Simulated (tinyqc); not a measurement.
Worked calculation: Berg model of reactive sputtering of a nitride or oxide: poisoning, hysteresis and pumping speed. Computed by tinyqc, a small Python program that keeps every step. Command: `OMP_NUM_THREADS=1 python tinyqc.py 3030581 3030582 out.jsonl berg walk`. One thread of a shared host (Intel(R) Xeon(R) Processor @ 2.30GHz), about 0.03 s of CPU time with the checks. Intermediate numbers are printed to about 7 digits and carried at full precision; extremes and crossings named in words are read from the listed rows.

A diatomic gas reacts with bare metal on the target and on the collecting surfaces; ions remove metal and compound from the target. theta_t and theta_c are the compound fractions.

Inputs (values chosen for the exercise, close to those used for tantalum nitride): ion current density J = 58 mA/cm^2; target area A_t = 250 cm^2; collecting area A_c = 4000 cm^2; metal yield Y_m = 0.49; compound yield Y_c = 0.24; sticking coefficient alpha = 0.24; reactive atoms per metal atom z = 1; gas mass M = 28 u; pumping speed S = 860 l/s; gas temperature T = 300 K; reactive partial pressure P = 0.053 Pa.

Constants: e = 1.602176634e-19 C; u = 1.6605390666e-27 kg; k_B = 1.380649e-23 J/K.

## Steady state at the pressure P

Ion flux j = J/e; gas flux F = P/sqrt(2 pi M k_B T). Target: (2/z) alpha F (1 - theta_t) = j Y_c theta_t. Sputtered flows F_c = j Y_c theta_t A_t, F_m = j Y_m (1 - theta_t) A_t. Collector: (2/z) alpha F (1 - theta_c) A_c + F_c (1 - theta_c) = F_m theta_c. Gas use Q = alpha F [(1 - theta_t) A_t + (1 - theta_c) A_c] + P S/(k_B T); 1 sccm = 4.4780e17 molecules/s. Rate R = F_m + F_c, given relative to j Y_m A_t.

ion flux j = 3.620075e+17 1/(cm^2 s)

gas flux F = 1.523632e+17 1/(cm^2 s)

theta_t = 0.4570435

theta_c = 0.9262641

gas use (sccm): target 11.08440, collector 24.08498, pump 24.57456

total flow Q = 59.74394 sccm

rate relative to clean metal = 0.7668145

The target is partly covered. The film is 92.6 % compound.

## Critical pumping speed

P is a single-valued function of the flow Q only if dQ/dP > 0 everywhere: S must exceed k_B T times the steepest fall of the surface terms with P.

pressure of the steepest fall = 0.07217720 Pa

critical pumping speed = 89.56940 l/s

S is 9.60 times the critical value: no hysteresis.

## Flow curve at three pumping speeds

The formulas are those given above.

Pressure as the free variable:
```
P (Pa)    theta_t    theta_c  relative rate  Q at S_c/4 (sccm)  Q at S_c (sccm)  Q at 2 S_c (sccm)
0.0036  0.0540843  0.3340895      0.9724059           16.12953         16.25992           16.43377
0.0072  0.1026186  0.5132981      0.9476436           24.17235         24.43312           24.78082
0.0140  0.1819063  0.6912526      0.9071907           31.21998         31.72704           32.40312
0.0250  0.2842114  0.8195484      0.8549942           34.99766         35.90313           37.11041
0.0430  0.4058032  0.9033041      0.7929576           35.98606         37.54346           39.62000
0.0720  0.5334807  0.9518526      0.7278160           35.17215         37.77989           41.25688
0.1200  0.6558714  0.9779423      0.6653717           33.66813         38.01437           43.80935
0.1800  0.7408544  0.9887455      0.6220130           32.62567         39.14502           47.83750
0.2900  0.8216166  0.9951362      0.5808079           32.12015         42.62356           56.62811
0.5800  0.9020741  0.9986536      0.5397581           33.69258         54.69940           82.70850
```

At S_c/4 the flow falls with pressure in 4 of the intervals: as the target poisons, less metal arrives to getter the gas. At 2 S_c it rises throughout. Coverages and rate depend on P alone, not on S. The collector converts before the target (theta_c = 0.90 at theta_t = 0.41), since the metal is spread over a larger area and no ions clean it. The rate tends to Y_c/Y_m = 0.490.

Checks made by the program: gas taken up by surfaces against gas bound in the growing film (relative difference below 1e-10).
